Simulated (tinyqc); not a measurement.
# Changing the gate overdrive V_G - V_T

Model: inversion-layer mobility, back-scattering and ballistic limit of a field-effect transistor. Computed by tinyqc, a small Python program. Command: `OMP_NUM_THREADS=1 python tinyqc.py 3029182 3029183 out.jsonl mos sweep`. One thread of a shared host (Intel(R) Xeon(R) Processor @ 2.30GHz), about 0.02 s of CPU time with the checks.

The charge at the top of the source barrier is fixed by the gate; series resistance and short-channel effects are left out. F_j are Fermi integrals normalised to exp(eta) in the classical limit.

Inputs (values chosen for the exercise, modelled on a germanium p-channel):
```
quantity                                       value        unit
transport mass m                                 0.2         m_0
valley degeneracy g_v                              1           -
weight w of the inversion charge               0.333           -
permittivity eps                                  16           -
phonon mobility at 1 MV/cm and 300 K, mu_ph      240  cm^2/(V s)
roughness mobility at 1 MV/cm, mu_sr             350  cm^2/(V s)
Coulomb mobility at N_inv = 1e12/cm^2, mu_C      360  cm^2/(V s)
electrical oxide thickness t_inv                 2.9          nm
depletion charge N_dep                       7.8e+11      1/cm^2
drain voltage V_D                               0.05           V
channel length L                                  65          nm
exponent a of the critical length               0.76           -
temperature T                                    300           K
```

Statistics at the top of the barrier: Fermi-Dirac.

Constants: eps_0 = 8.8541878128e-12 F/m; e = 1.602176634e-19 C; m_0 = 9.1093837015e-31 kg; k_B = 1.380649e-23 J/K; hbar = 1.054571817e-34 J s; k_B = 8.617333262e-05 eV/K.

Method:
- N_inv = 3.9 eps_0 (V_G - V_T)/(e t_inv); effective field E_eff = e (N_dep + w N_inv)/(eps eps_0).
- mu_phonon = mu_ph (E_eff/1 MV/cm)^(-0.3) (T/300 K)^(-1.75); mu_rough = mu_sr (E_eff/1 MV/cm)^(-2); mu_Coulomb = mu_C (N_inv/1e12 cm^-2) (T/300 K); Matthiessen's rule adds 1/mu.
- F_j(eta) = (1/Gamma(j + 1)) int_0^infinity x^j/(1 + exp(x - eta)) dx, F_0 = ln(1 + exp(eta)). Integrals over x = E/(k_B T) use 160 Gauss-Legendre points in u = sqrt(x) from 0 to sqrt(max(eta, 0) + 32).
- Ballistic channel: N_2D = g_v m k_B T/(pi hbar^2), U = e V_D/(k_B T); eta_F solves N_inv = (N_2D/2)[F_0(eta_F) + F_0(eta_F - U)]; v_T = sqrt(2 k_B T/(pi m)); I/W = e (N_2D/2) v_T [F_1/2(eta_F) - F_1/2(eta_F - U)]; injection velocity v_T F_1/2(eta_F)/F_0(eta_F).
- Mean free path lambda = (2 k_B T/e)(mu/v_T) F_0(eta_0)/F_-1/2(eta_0), with eta_0 from N_inv = N_2D F_0(eta_0); critical length l = L (1 + U)^(-a), an empirical rule; back-scattering r = l/(l + lambda). Then eta solves N_inv = (N_2D/2)[(1 + r) F_0(eta) + (1 - r) F_0(eta - U)] and I/W = e (N_2D/2) v_T (1 - r)[F_1/2(eta) - F_1/2(eta - U)].
- Ballistic ratio: I over the ballistic current. Apparent mobility 1/(1/mu + 1/mu_B), mu_B = mu L/lambda.

One run for each value; columns: (1) gate overdrive V_G - V_T (V); (2) current I/W (microampere/micrometre); (3) ballistic current I/W (microampere/micrometre); (4) effective mobility mu (cm^2/(V s)); (5) injection velocity (1e7 cm/s); (6) ballistic ratio:
```
(1)      (2)     (3)     (4)     (5)      (6)
0.10   14.74  108.52  167.77  1.3074  0.13586
0.24   54.71  256.63  249.39  1.4444  0.21318
0.38  100.87  389.85  274.61  1.5684  0.25874
0.51  144.46  497.52  280.14  1.6732  0.29036
0.65  189.60  597.95  278.00  1.7775  0.31708
0.79  231.49  685.29  271.97  1.8753  0.33780
0.92  267.06  757.19  264.73  1.9617  0.35269
1.10  311.07  845.51  253.55  2.0762  0.36791
1.20  333.10  890.13  247.12  2.1375  0.37421
```

What does the table show?

Over the rows, current I/W (microampere/micrometre) rises from 14.7 to 333 (exponent d ln y / d ln x 1.5 between the first rows and 0.79 between the last); ballistic current I/W (microampere/micrometre) rises from 109 to 890 (exponent d ln y / d ln x 0.98 between the first rows and 0.59 between the last); effective mobility mu (cm^2/(V s)) goes from 168 through a maximum among these rows, 280 at 0.510, to 247.

Extremes, crossings and ranges named in words are read from the listed rows.
